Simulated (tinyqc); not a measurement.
Inside a calculation: conductance of a narrow metal strip with scatterers (square lattice, Green functions). Values are carried at full precision from step to step, so a last printed digit may differ when a step is redone from the rounded ones.

A strip of W sites across with hard walls, site energy 0 and hopping -t. Mode n = 1 to W has profile chi_n(j) = sqrt(2/(W + 1)) sin(n j pi/(W + 1)) and energy en = -2t cos(n pi/(W + 1)); E = en - 2t cos(kn a). With z_n = exp(i kn a) (Im k > 0 for closed modes, |z| < 1) each lead gives the self-energy -t z_n in mode n. One column carries the site energies v, here a uniform barrier across the strip, as of a grain boundary. In the mode basis V_nm = sum_j chi_n(j) v_j chi_m(j), G = (E - en + 2 t z_n - V)^-1, and t_nm = 2t sqrt(sin(kn a) sin(km a)) G_nm in size for open modes. T = sum |t_nm|^2, conductance (2e^2/h) T.

Constants: e^2/h = 3.874045865e-05 S.

Parameters, chosen for this exercise (hopping and spacing of the size met in Cu or Al; the lattice is a model; not measured data):
- t = 1.67 eV (hopping)
- a = 2.7 angstrom (spacing)
- W = 5 (sites across)
- E = -4.07 eV (Fermi energy)
- v = (1.2, 1.2, 1.2, 1.2, 1.2) eV (site energies in the scattering column)

## Modes at the Fermi energy

For each n: en, cos(kn a) = (en - E)/(2t), z_n and the velocity 2 t a sin(kn a) (zero if closed).

Modes:
```
n  en (eV)  cos(k a)                 z  dE/dk (eV angstrom)
1  -2.8925   0.35254  0.35254+0.93580i               8.4390
2  -1.6700   0.71856  0.71856+0.69546i               6.2717
3   0.0000   1.21856           0.52222               0.0000
4   1.6700   1.71856           0.32090               0.0000
5   2.8925   2.08459           0.25552               0.0000
```

2 of 5 modes are open, so the clean strip has a resistance of 6453 ohm, whatever its length.

## The scatterer in the mode basis

Form V_nm.

V (eV), rows n=1, n=2, n=3, n=4, n=5 and columns alike:
```
[[1.2000, 0, 0, 0, 0],
 [0, 1.2000, 0, 0, 0],
 [0, 0, 1.2000, 0, 0],
 [0, 0, 0, 1.2000, 0],
 [0, 0, 0, 0, 1.2000]]
```

A uniform column does not mix the modes.

## Green function and transmission

E - en + 2 t z_n = 2t (z_n - cos(kn a)). Invert, form |t_nm|^2 = (2t)^2 Im(z_n) Im(z_m) |G_nm|^2 and sum. The added resistance is 1/(2 (e^2/h) T) less the same for the clean strip.

G (1/eV), rows n=1, n=2, n=3, n=4, n=5 and columns alike:
```
[[-0.1071-0.2788i, 0.0000, 0.0000, 0.0000, 0.0000],
 [0.0000, -0.1756-0.3398i, 0.0000, 0.0000, 0.0000],
 [0.0000, 0.0000, -0.2836, 0.0000, 0.0000],
 [0.0000, 0.0000, 0.0000, -0.1704, 0.0000],
 [0.0000, 0.0000, 0.0000, 0.0000, -0.1368]]
```

|t_nm|^2, rows n=1, n=2, n=3, n=4, n=5 and columns alike:
```
[[0.8715, 0, 0, 0, 0],
 [0, 0.7893, 0, 0, 0],
 [0, 0, 0, 0, 0],
 [0, 0, 0, 0, 0],
 [0, 0, 0, 0, 0]]
```

T = 1.6609
added resistance = 1318 ohm

Mode 2 passes least (0.789) and mode 1 most (0.872); 0.0 % of the transmitted flux changes mode.

## Checks

- Transmitted plus reflected flux against the number of open modes: both 2.00000.

Run: tinyqc, `OMP_NUM_THREADS=1 python tinyqc.py 1452799 1452800 out.jsonl`; Intel(R) Xeon(R) Processor @ 2.30GHz, one thread, shared host; about 0.01 s of CPU time with all checks.
